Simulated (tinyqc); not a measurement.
Three ways to the same curve: density of states of one tight-binding band on the square lattice.

E(k) = -2 t (c1 + c2) - 4 t2 c1 c2 with ci = cos(2 pi ki); k in fractions of the reciprocal vectors, mesh k_i = j/N with j = 0 .. N-1. Densities are per cell and per spin, so the band holds one state.

Each square of the mesh is cut along (i, j)-(i+1, j+1) into two triangles. For corner energies e1 <= e2 <= e3 and eij = ei - ej, the share of the triangle below E is n = (E - e1)^2/(e21 e31) for e1 < E < e2 and n = 1 - (e3 - E)^2/(e31 e32) for e2 < E < e3; its density of states is g = dn/dE.

Gaussian broadening: g(E) = mean over the mesh of exp(-(E - E_k)^2/(2 sigma^2))/(sigma sqrt(2 pi)), n(E) = mean of erfc((E_k - E)/(sigma sqrt 2))/2.

Values chosen for the exercise:
```
symbol  value  unit  meaning
t       1.32   eV    nearest hopping
t2      -0.17  eV    second hopping
N2      16           mesh points along each axis in this comparison
sigma   0.396  eV    Gaussian width
```

N = N2 here; the reference is the linear method with N = 240.

g(E) (1/eV):
```
E (eV),reference,linear triangles,"Gaussian, sigma","Gaussian, sigma/4",reference n(E)
-3.639,0.089,0.089,0.089,0.016,0.082
-2.679,0.101,0.102,0.103,0.190,0.173
-1.719,0.124,0.125,0.128,0.174,0.279
-0.759,0.222,0.224,0.180,0.108,0.426
0.201,0.122,0.124,0.128,0.146,0.590
1.161,0.092,0.095,0.099,0.168,0.691
2.121,0.076,0.077,0.078,0.068,0.771
3.081,0.066,0.066,0.062,0.123,0.839
4.041,0.058,0.060,0.061,0.086,0.899
5.001,0.053,0.058,0.054,0.067,0.952
```

Root-mean-square errors against the reference: 0.0022 for linear triangles, 0.0135 for sigma and 0.0626 for sigma/4. The narrow Gaussian is worse than the wide one, because it resolves the separate mesh levels. The reference is highest at -0.759 eV of the energies listed, and half filling lies between -0.759 and 0.201 eV.

Run: tinyqc, `OMP_NUM_THREADS=1 python tinyqc.py 1650086 1650087 out.jsonl`; Intel(R) Xeon(R) Processor @ 2.30GHz, one thread, shared host; about 0.09 s of CPU time with all checks.
